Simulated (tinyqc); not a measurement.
Electron mobility of a polar semiconductor by Rode's iterative solution of the Boltzmann equation: one step, computed by the program tinyqc. Command: `OMP_NUM_THREADS=1 python tinyqc.py 3016746 3016747 out.jsonl rode walk`. One thread of a shared host (Intel(R) Xeon(R) Processor @ 2.30GHz), about 0.01 s of CPU time with the checks.

The distribution is f(E) + e F l(E) (-df/dE) cos(theta) for a weak field F, theta counted from the force; l(E) is a mean free path. Elastic processes enter by their momentum rate, polar optical phonons by out- and in-scattering terms. One valley only: where upper valleys lie close, measured mobilities are lower. The density n is prescribed, even where a narrow-gap material would have more intrinsic carriers.

Task: Fermi level and screening. Kane band: hbar^2 k^2/(2 m) = E (1 + alpha E), speed v = hbar k/(m (1 + 2 alpha E)), states per spin, volume and energy g(E) = m k (1 + 2 alpha E)/(2 pi^2 hbar^2); overlap factors are set to 1. Masses are multiplied by m_0 and all formulas are in SI units. The reduced Fermi level eta = E_F/(k_B T) solves n = 2 Z int g f dE with f = 1/(1 + exp(x - eta)) (Z = 1 unless valleys are given); screening length L_s = sqrt(eps_s eps_0 k_B T/(e^2 dn/deta)), dn/deta = 2 Z int g f (1 - f) dE. Integrals over x = E/(k_B T) use 160 Gauss-Legendre points in u = sqrt(x) from 0 to sqrt(max(eta, 0) + 32). N_I = n (1 + C)/(1 - C).

Inputs (values chosen for the exercise, modelled on InSb):
```
quantity,value,unit
effective mass m,0.0138,m_0
non-parabolicity alpha,5.8,1/eV
static permittivity eps_s,16.8,-
electron density n,9.4e+16,1/cm^3
compensation ratio C,0.63,-
temperature T,300,K
```

Band: Kane. Elastic processes: acoustic, piezoelectric, impurity.

Constants: k_B = 8.617333262e-05 eV/K; m_0 = 9.1093837015e-31 kg; e = 1.602176634e-19 C; hbar = 1.054571817e-34 J s; eps_0 = 8.8541878128e-12 F/m; k_B = 1.380649e-23 J/K.

Give: reduced Fermi level eta; screening length L_s; ionised impurity density N_I.

Result:

reduced Fermi level eta = 0.71185

screening length L_s = 18.440 nm

ionised impurity density N_I = 4.1411e+17 1/cm^3

Caution: the gas is degenerate, and screening of the polar coupling, left out here, would raise the mobility.
